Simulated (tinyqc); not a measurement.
MOSFET with velocity saturation and source resistance: one step of the calculation.

Strong inversion, charge Q = Cox (Vg - m V) at channel potential V with Vg the gate overdrive, and drift velocity v = mu E/(1 + mu E/vsat). Integrating along the channel gives I = mu Cox (1/L)(Vg Vd - m Vd^2/2)/(1 + Vd/Vc) per width, Vc = vsat L/mu, which peaks at Vdsat. Units: I in uA/um, Rs in ohm um, so the drop over Rs is 1e-6 I Rs volts.

Task. Saturation without source resistance. Vg = Vgs - VT (0 if negative), mu = mu0/(1 + th Vg), Vc = vsat L/mu, x = sqrt(1 + 2 Vg/(m Vc)), Vdsat = 2 Vg/(m (1 + x)), Isat = Cox vsat Vg (x - 1)/(x + 1) per width. Long-channel limit: mu Cox Vg^2/(2 m L); short-channel limit: Cox vsat Vg.

Values chosen for this exercise:
- Cox = 2.35 uF/cm^2 (gate capacitance)
- mu0 = 150 cm^2/(V s) (mobility at low gate voltage)
- th = 0.4 1/V (mobility degradation)
- vsat = 8.1e6 cm/s (saturation velocity)
- m = 1.39 (body factor)
- VT = 0.54 V (threshold)
- L = 0.1 um (channel length)
- Vgs = 2.5 V (gate voltage)

Find: Vg; mu; Vc; Vdsat; Isat; long-channel limit; short-channel limit.

Result.

Vg = 1.960 V
mu = 84.08 cm^2/(V s)
Vc = 0.9634 V
Vdsat = 0.9458 V
Isat = 1228 uA/um
long-channel limit = 2730 uA/um
short-channel limit = 3731 uA/um

Program tinyqc, `OMP_NUM_THREADS=1 python tinyqc.py 2500043 2500044 out.jsonl`; Intel Xeon 2.30GHz, shared host, one thread, about 0.01 s.
